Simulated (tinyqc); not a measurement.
## Segment and feed resistance from two drops

Question. A rail is fed at one end through Rq; K loads of Ij follow, each after a segment Rs. The drop at load j is K Ij Rq + Rs Ij sum_(l=1..j) (K - l + 1). Find Rs, Rq and the worst drop, at the middle, if the rail were fed through Rq at both ends: K Ij Rq/2 + Rs Ij K^2/8 with the load taken as continuous.

Values chosen for this exercise: number of equal loads K = 27; current of each load Ij = 0.53 mA.

drops at the first and at the last load (mV): 16.170300  176.15610

Solution. The difference of the two drops is Rs Ij K (K - 1)/2, which gives Rs; the first drop then gives Rq.

Rs = 0.8600 ohm
Rq = 0.2700 ohm
drop at the middle with two feeds = 43.47 mV

tinyqc, about 0.09 s, one thread, Intel Xeon 2.30GHz (shared host): `OMP_NUM_THREADS=1 python tinyqc.py 2770165 2770166 out.jsonl`
